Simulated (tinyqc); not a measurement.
# Inputs raised by 5 %, one at a time

Model: self-heating of a transistor with one or more fingers, with temperature-dependent conductivity. Computed by tinyqc, a small Python program. Command: `OMP_NUM_THREADS=1 python tinyqc.py 3012531 3012532 out.jsonl selfheat sens`. One thread of a shared host (Intel(R) Xeon(R) Processor @ 2.30GHz), about 0.2 s of CPU time with the checks.

N long parallel fingers lie on the top face of a slab whose bottom is held at T_0; the top is otherwise insulated, and heat flows in two dimensions. P in W/mm is 1000 P in W/m.

Inputs (values chosen for the exercise, modelled on silicon):
```
quantity                                      value           unit
conductivity at the base temperature kappa_0    153        W/(m K)
exponent m in kappa ~ T^-m                     1.25              -
base temperature T_0                            300              K
power per gate width P                         0.65           W/mm
fingers N                                         4              -
finger pitch s                                   34     micrometre
width of the heat source w                     0.38     micrometre
substrate thickness t                           150     micrometre
phonon free path Lambda                         140             nm
heat capacity C                                1.57  1e6 J/(m^3 K)
pulse length                                   0.81    microsecond
power coefficient beta                          2.8         1e-3/K
```

Power: power rises with temperature.

Method:
- A line source of power P on the top face raises the top at distance x by (P/(pi kappa_0)) g(x), g(x) = -ln tanh(pi x/(4 t)) (the image sum for the slab). On a strip of width w the centre sees the mean of g over the strip, g_0 = 1 + ln(8 t/(pi w)) for w much below t.
- theta_i = (P/(pi kappa_0)) [g_0 + sum over j != i of g(|i - j| s)], with equal powers and constant conductivity; thermal resistance = largest theta/P.
- Kirchhoff transformation for kappa = kappa_0 (T/T_0)^-m: T = T_0 [1 - (m - 1) theta/T_0]^(-1/(m - 1)), where theta is the linear rise.
- The bracket vanishes at the power P T_0/((m - 1) theta).
- Near a source smaller than the free path, Fourier's law overstates the flow. Rough estimate: a strip that emits phonons into a half space adds a resistance times area of 4 Lambda/(3 kappa_0), from the ballistic flux C v Delta T/4 with kappa_0 = C v Lambda/3, so Delta T_b = 4 Lambda P/(3 kappa_0 w); Knudsen number Lambda/w.
- The power follows P [1 + beta (T - T_0)] with T the peak temperature, for all fingers alike. Start at T_0 and repeat; stop when T changes by less than 1e-6 K, after 50 steps, or when the bracket falls below 0.05.
- After switching on, theta(tau) = (P D/kappa_0) int_0^tau X(u) Z(u) du at the hottest finger, D = kappa_0/C; X = sum over fingers at distance x of [erf((x + w/2)/r) - erf((x - w/2)/r)]/(2 w), Z = sum_(j=-200..200) (-1)^j exp(-(2 j t/r)^2)/sqrt(pi D u), r = 2 sqrt(D u); trapezoid rule on 300 points evenly spaced in ln u from u_0 = 1e-3 min(tau, w^2/D) to tau, plus the exact piece 2 sqrt(u_0/(pi D))/w below u_0. Conductivity and power are held at their base values here, and Fourier's law is used even where the diffusion length is near a phonon free path.

Runs; columns: (1) input moved; (2) from; (3) to; (4) peak temperature with feedback (K); (5) ballistic rise Delta T_b (K); (6) linear rise after the pulse (K); (7) true rise / linear rise:
```
(1)                                                      (2)     (3)    (4)    (5)     (6)    (7)
base run                                                   -       -  318.4  2.087  7.1068  1.036
conductivity at the base temperature kappa_0 (W/(m K))   153  160.65  317.4  1.988  6.8015  1.034
exponent m in kappa ~ T^-m                              1.25  1.3125  318.4  2.087  7.1068  1.038
power per gate width P (W/mm)                           0.65  0.6825  319.4  2.191  7.4621  1.038
width of the heat source w (micrometre)                 0.38   0.399  318.3  1.988  7.0408  1.036
substrate thickness t (micrometre)                       150   157.5  318.7  2.087  7.1068  1.037
phonon free path Lambda (nm)                             140     147  318.4  2.191  7.1068  1.036
power coefficient beta (1e-3/K)                          2.8    2.94  318.4  2.087  7.1068  1.036
```

Exponents ln(y'/y) / ln(x'/x):
```
input                                         peak temperature with feedback  ballistic rise Delta T_b  linear rise after the pulse  true rise / linear rise
conductivity at the base temperature kappa_0                          -0.061                        -1                       -0.900                   -0.035
exponent m in kappa ~ T^-m                                             0.002                         0                        0.000                    0.037
power per gate width P                                                 0.065                         1                        1.000                    0.037
width of the heat source w                                            -0.005                        -1                       -0.191                   -0.003
substrate thickness t                                                  0.020                         0                        0.000                    0.011
phonon free path Lambda                                                0.000                         1                        0.000                    0.000
power coefficient beta                                                 0.003                         0                        0.000                    0.000
```

Which inputs matter most for each result?

Among the inputs moved here: peak temperature with feedback answers most in size to power per gate width P (exponent +0.065), next to conductivity at the base temperature kappa_0 (-0.061); its exponent is below 0.0005 for phonon free path Lambda. Ballistic rise Delta T_b answers most in size to conductivity at the base temperature kappa_0 (exponent -1.000), and about equally to power per gate width P (+1.000), width of the heat source w (-1.000), phonon free path Lambda (+1.000); its exponent is below 0.0005 for exponent m in kappa ~ T^-m, substrate thickness t, power coefficient beta. Its exponent -1.000 in width of the heat source w: the ballistic term goes as the flux P/w. Linear rise after the pulse answers most in size to power per gate width P (exponent +1.000), next to conductivity at the base temperature kappa_0 (-0.900); its exponent is below 0.0005 for exponent m in kappa ~ T^-m, substrate thickness t, phonon free path Lambda, power coefficient beta. True rise / linear rise answers most in size to exponent m in kappa ~ T^-m (exponent +0.037), and about equally to power per gate width P (+0.037); its exponent is below 0.0005 for phonon free path Lambda, power coefficient beta.

Extremes, crossings and ranges named in words are read from the listed rows.
